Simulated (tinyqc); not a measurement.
# Adsorption as a lattice gas: isotherms with interactions, competition, desorption peaks and saturation dose, step by step

A worked calculation. Computed by tinyqc, a small Python program that keeps every step. Command: `OMP_NUM_THREADS=1 python tinyqc.py 3031639 3031640 out.jsonl adsorb walk`. One thread of a shared host (Intel(R) Xeon(R) Processor @ 2.30GHz), about 0.2 s of CPU time with the checks. Intermediate numbers are printed to about 6 digits and carried at full precision; extremes and crossings named in words are read from the listed rows.

One adsorbate per site; a molecule needs 1 empty site. Gas and surface have the same temperature.

Inputs (values chosen for the exercise, for a model surface):

| quantity | value | unit |
|---|---|---|
| desorption energy E | 1.95 | eV |
| prefactor nu | 1.1e+14 | 1/s |
| pair energy w (positive repels) | 0.087 | eV |
| neighbours z | 4 | - |
| site density N_s | 15 | 1/nm^2 |
| molecular mass M | 125 | u |
| sticking coefficient s0 | 0.081 | - |
| temperature T | 774 | K |
| pressure p | 0.034 | Pa |
| blocking by a second gas, K_B p_B | 13 | - |
| heating rate beta | 17 | K/s |
| aspect ratio a (depth over diameter) of a hole | 100 | - |

Adsorption: molecular (first order).

Constants: u = 1.6605390666e-27 kg; k_B = 1.380649e-23 J/K; k_B = 8.617333262e-05 eV/K.

## Flux and the Langmuir coverage

Flux F = p/sqrt(2 pi M k_B T); k_d = nu exp(-E/(k_B T)); s0 F (1 - theta) = N_s k_d theta, so y = s0 F/(N_s k_d), theta = y/(1 + y). With a second gas on the same sites theta = y/(1 + y + K_B p_B).

flux F = 288.003 1/(nm^2 s)

k_d = 22.0941 1/s

y = 0.0703905

Langmuir coverage = 0.0657615

coverage with the second gas = 0.00500274

## Coverage with interactions

With u = w/(k_B T). Mean field: theta/(1 - theta) = y exp(-z u theta). Quasi-chemical: theta/(1 - theta) = y [(r - 1 + 2 theta)(1 - theta)/((r + 1 - 2 theta) theta)]^(-z/2) exp(-z u/2), r = sqrt(1 - 4 theta (1 - theta)(1 - exp(-u))).

u = 1.30438

coverage, mean field = 0.0511467

coverage, quasi-chemical = 0.0558792

Repulsion lowers the coverage from 0.0658. Both theories put half coverage at ln y = z u/2 = 2.609; here ln y = -2.654. Caution: for z u near 4 or above (near 8 on the triangular lattice, z = 6) mean field itself predicts sublattice order near half coverage (the exact threshold is higher); both uniform formulas leave ordering out.

## Isotherms

The formulas are those given above.

Coverage; the first column is ln y - z u/2:

| ln y - z u/2 | no interaction | mean field | quasi-chemical |
|---|---|---|---|
| -5.0 | 0.083844 | 0.062085 | 0.068663 |
| -3.0 | 0.403421 | 0.195794 | 0.223974 |
| -2.0 | 0.647660 | 0.289114 | 0.318984 |
| -1.0 | 0.833240 | 0.392256 | 0.411244 |
| -0.5 | 0.891752 | 0.445848 | 0.455886 |
| 0.0 | 0.931424 | 0.500000 | 0.500000 |
| 0.5 | 0.957253 | 0.554152 | 0.544114 |
| 1.0 | 0.973629 | 0.607744 | 0.588756 |
| 2.0 | 0.990134 | 0.710886 | 0.681016 |
| 3.0 | 0.996348 | 0.804206 | 0.776026 |
| 5.0 | 0.999504 | 0.937915 | 0.931337 |

At half coverage the slope d theta/d ln y is 1/4 without interaction, 1/(4 + z u) = 0.108 in mean field and 0.088 in the pair theory, 1/[4 + 2 z (exp(u/2) - 1)]. Repulsion spreads the filling over a wider range of pressure; the two theories differ by at most 0.030 in these rows.

## Desorption peak without interaction

The peak obeys E/(k_B T_p^2) = (nu/beta) exp(-E/(k_B T_p)) exactly. Redhead's shortcut, with the constant 3.46 (3.64 is also in use), reads E back as k_B T_p [ln(nu' T_p/beta) - 3.46], nu' = nu.

peak temperature T_p = 695.006 K

E by Redhead's shortcut = 1.95138 eV

The shortcut misses by +0.07 %, since 3.46 stands for ln(E/(k_B T_p)) = 3.48. A prefactor wrong by a factor 100 would shift E by 0.276 eV.

## Peak against initial coverage

Heating at the rate beta: d theta/dT = -(nu/beta) theta^1 exp(-[E - z w theta]/(k_B T)). Integrated numerically (relative tolerance 1e-9); T_p is the maximum of the rate.

Peak temperatures (K):

| theta_0 | w = 0 | with w |
|---|---|---|
| 0.1 | 695.006 | 685.679 |
| 0.3 | 695.006 | 666.429 |
| 0.5 | 695.006 | 646.342 |
| 0.7 | 695.006 | 625.443 |
| 0.9 | 695.006 | 603.801 |

Without interaction the peak does not move; with w it moves by -81.9 K, so repulsion in first order mimics second-order kinetics.

## Dose to saturate, flat and in a hole

Without desorption or interaction, 99 % coverage needs the time (N_s/(s0 F)) ln 100. For a round hole of aspect ratio a in molecular flow with unit sticking (Gordon), the time is N_s/F x [1 + (19/4) a + (3/2) a^2]. The larger of the two times is a rough guide.

time on a flat surface = 2.96111 s

time for the hole = 806.033 s

The hole is limited by transport: for deep holes the dose grows as a^2. Caution: with k_d = nu exp(-E/(k_B T)) of these inputs desorption is not negligible over the time on a flat surface, so without interaction 99 % coverage is not reached.

Checks made by the program: quasi-chemical form at low coverage and at the symmetry point (relative difference 1e-07); T_p against the integrated rate equation (relative difference 1e-10).
